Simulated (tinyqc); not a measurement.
Bandgap voltage reference from two bipolar transistors: one step of the calculation.

Two transistors of area 1 and N carry the same current I. Is(T) = Is (T/T0)^eta exp[(Vg0 q/kB)(1/T0 - 1/T)], VBE1 = Vt ln(I/Is(T)) + I rb, VBE2 = Vt ln(I/(N Is(T))) + I rb/N. The amplifier forces I R1(T) = VBE1 - VBE2 + Vos, with R(T) = R (1 + tc (T - T0)) for both resistors, and the output is Vref = VBE1 + I R2(T). Base currents and the Early effect are neglected.

Task. Operating point at another temperature. Vt = kB T/q; I = (Vt ln N + Vos)/(R1(T) - rb (1 - 1/N)).

Inputs (values chosen for the exercise); values of the order met in silicon bipolar transistors: reference temperature T0 = 298 K; band-gap voltage extrapolated to 0 K Vg0 = 1.166 V; temperature exponent of the saturation current eta = 3.2; saturation current of the unit transistor at T0 Is = 7.4e-16 A; area ratio of the second transistor N = 10; resistor across which the difference of VBE falls, at T0 R1 = 5.1 kohm; temperature coefficient of both resistors tc = 0 ppm/K; offset of the amplifier Vos = 0 mV; series resistance of the unit transistor rb = 0 ohm; output resistor at T0 R2 = 55.05 kohm; temperature T = 358 K.

Constants: q = 1.602176634e-19 C, kB = 1.380649e-23 J/K. Results are converted to the units shown.

Wanted: Vt; I; Is(T); VBE1; I R2; Vref.

Result.

Vt = 0.030850 V
I = 13.928 uA
Is(T) = 2.6859e-12 A
VBE1 = 0.47699 V
I R2 = 0.76676 V
Vref = 1.2437 V

From T0 to T, VBE1 changes by -126 mV and I R2 by 129 mV, which leaves 2.67 mV in Vref.

Computed by the program tinyqc: `OMP_NUM_THREADS=1 python tinyqc.py 2062181 2062182 out.jsonl`, one thread of a shared Intel Xeon 2.30GHz, about 0.03 s for the whole run.
